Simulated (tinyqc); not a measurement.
What each parameter does: polytypes by hexagonality, and a cubic inclusion as a quantum well.

Gap: E3 + (E2 - E3) h. Valence top Ev2 h and polarisation P2 h, both counted from 3C; Ec = Ev + gap.

A cubic inclusion of width L = N d in the host (h = 1) is a well of depth V = Ec(host) - Ec(3C). Square well with mass mismatch: k tan(k L/2) = (m_w/m_b) q, k = sqrt(m_w E/c), q = sqrt(m_b (V - E)/c), c = hbar^2/2m0, lowest root. The depth of the level, V - E, is its binding, and the transition to the valence top of the host is gap(host) - (V - E). The step in polarisation gives a field |F| = |P|/(eps eps0) in a thin inclusion, eps0 = 8.8541878e-12 F/m.

Constants: hbar^2/2m0 = 3.80998211 eV angstrom^2.

Inputs chosen for the exercise (of the order of those of InAs; the results hold for these values, not for the real material): E3 = 0.418 eV (gap of the cubic polytype); E2 = 0.46 eV (gap of 2H); Ev2 = 0.052 eV (valence top of 2H above that of 3C); P2 = 0.002 C/m^2 (spontaneous polarisation of 2H); m = (0.024, 0.025) m0 (electron mass along c in the cubic layer and in the host); d = 3.501 angstrom (thickness of a double layer); eps = 14.8 (dielectric constant); N = 15 (double layers in the cubic inclusion).

Well depth, depth of the level, transition without the field and field.

Results for these values:

| case | V (eV) | depth (eV) | transition (eV) | \|F\| (MV/cm) |
|---|---|---|---|---|
| base | 0.0940 | 0.0259 | 0.4341 | 0.153 |

What happens to each result for Ev2 = 0.082 eV, all else kept?

Answer: V rises from 0.0940 to 0.1240; depth rises from 0.0259 to 0.0408; transition falls from 0.4341 to 0.4192; |F| does not change at the printed digits.

The same for each parameter in turn:

| case | V (eV) | depth (eV) | transition (eV) | \|F\| (MV/cm) |
|---|---|---|---|---|
| base | 0.0940 | 0.0259 | 0.4341 | 0.153 |
| N = 16 | 0.0940 | 0.0282 | 0.4318 | 0.153 |
| Ev2 = 0.082 eV | 0.1240 | 0.0408 | 0.4192 | 0.153 |
| E3 = 0.398 eV | 0.1140 | 0.0356 | 0.4244 | 0.153 |
| E2 = 0.49 eV | 0.1240 | 0.0408 | 0.4492 | 0.153 |
| P2 = 0.0026 C/m^2 | 0.0940 | 0.0259 | 0.4341 | 0.198 |
| eps = 15.8 | 0.0940 | 0.0259 | 0.4341 | 0.143 |
| m = (0.029, 0.025) m0 | 0.0940 | 0.0266 | 0.4334 | 0.153 |

(tinyqc, `OMP_NUM_THREADS=1 python tinyqc.py 1880348 1880349 out.jsonl`, Intel(R) Xeon(R) Processor @ 2.30GHz, 1 thread, shared host, about 0.08 s.)
